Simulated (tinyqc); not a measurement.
Inside a calculation: four-band model of biased bilayer graphene near K. Values are carried at full precision from step to step, so a last printed digit may differ when a step is redone from the rounded ones.

Constants: hbar^2/2m0 = 3.80998211 eV angstrom^2.

Values chosen for the exercise (near those used for Bernal bilayer graphene; not measured data):
- a = 2.46 angstrom (lattice constant)
- g0 = 2.97 eV (hopping in a layer)
- g1 = 0.37 eV (hopping of the dimer sites)
- g3 = 0.35 eV (skew hopping A1-B2)
- g4 = 0.06 eV (skew hopping A1-A2)
- U = 0.06 eV (potential difference of the layers)
- k = (-0.026, 0.024) 1/angstrom (wave vector from K)

## Velocities and mass

v_j = (sqrt3/2) a g_j; low-energy mass m/m0 = c g1/v0^2 with c = hbar^2/2m0; crossover wave vector g1/(2 v0).

v0, v3, v4 (eV angstrom): 6.3274  0.7456  0.1278

mass = 0.03521 m0
crossover = 0.02924 1/angstrom

## H at one k

Basis A1, B1, A2, B2, with B1 below A2; p = kx + i ky, v_j = (sqrt3/2) a g_j. Diagonal -U/2, -U/2, U/2, U/2; <A1|B1> = <A2|B2> = v0 p*, <B1|A2> = g1, <A1|B2> = v3 p, <A1|A2> = <B1|B2> = -v4 p*.

Fill in the matrix.

H (eV), lower triangle (Hermitian):
```
                 A1              B1               A2      B2
A1          -0.0300
B1  -0.1645+0.1519i         -0.0300
A2   0.0033-0.0031i          0.3700           0.0300
B2  -0.0194-0.0179i  0.0033-0.0031i  -0.1645+0.1519i  0.0300
```

## Levels and layer polarisation

Diagonalise; the weight on layer 1 is that of A1 and B1.

levels (eV): -0.4840  -0.0905  0.0975  0.4769

weights:
```
    band 1  band 2  band 3  band 4
A1   0.118   0.462   0.345   0.074
B1   0.440   0.054   0.140   0.365
A2   0.363   0.135   0.057   0.445
B2   0.078   0.348   0.458   0.115
```

weight on layer 1: 0.559  0.516  0.485  0.440

Band 2 has 52 % of its weight on layer 1, the layer of lower potential, and band 3 has 49 %; the dimer sites hold 20 % of band 3.

## The Mexican hat (g3 = g4 = 0)

At K the levels are -/+ U/2 and -/+ sqrt(g1^2 + U^2/4). The smallest gap, U g1/sqrt(U^2 + g1^2), lies on a ring of radius kg = (U/2 v0) sqrt((2 g1^2 + U^2)/(g1^2 + U^2)), v0 = (sqrt3/2) a g0; the height of the hat is U/2 less half that gap.

gap = 0.0592 eV
kg = 0.00666 1/angstrom
height of the hat = 0.39 meV

## Checks

- Gap on the ring from the formula against the matrix: both 0.0592263.

Program tinyqc; command `OMP_NUM_THREADS=1 python tinyqc.py 1482571 1482572 out.jsonl`; about 0.07 s on one thread of a shared Intel(R) Xeon(R) Processor @ 2.30GHz.
